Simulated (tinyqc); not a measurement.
On-chip interconnect, size-dependent resistivity and RC delay: one step of the calculation.

A rectangular line between two neighbours and two ground planes. Surface and grain-boundary scattering are added to the bulk resistivity as corrections; capacitances are parallel-plate values without fringing; inductance is ignored.

Question. Ladder and Elmore delays. 7 equal pi sections: series Rs = r Lw/7; node capacitances c Lw/7, halved at nodes 0 and 7, with Cl added to node 7; Rd feeds node 0. Elmore delay of node k: the sum, over the resistors on the path to k, of resistance times all capacitance downstream of it.

Parameters, values chosen for the exercise; metal values close to those of cobalt:

| symbol | value | unit | meaning |
|---|---|---|---|
| Lw | 30 | um | line length |
| Rd | 2200 | ohm | driver resistance |
| Cl | 0.17 | fF | load capacitance |

r = 171.22813 ohm/um
c = 0.16203164 fF/um

Give: Rs; C; Elmore delay.

Answer.

Rs = 733.83 ohm

```
node   C (fF)  Elmore delay (ps)
0     0.34721             11.068
1     0.69442             14.505
2     0.69442             17.433
3     0.69442             19.851
4     0.69442             21.759
5     0.69442             23.158
6     0.69442             24.047
7     0.51721             24.426
```

The far-end value equals Rd (c Lw + Cl) + r Lw (c Lw/2 + Cl) for any number of pi sections; the line resistance contributes 54.7 % of it.

tinyqc, about 0.01 s, one thread, Intel Xeon 2.30GHz (shared host): `OMP_NUM_THREADS=1 python tinyqc.py 2100090 2100091 out.jsonl`
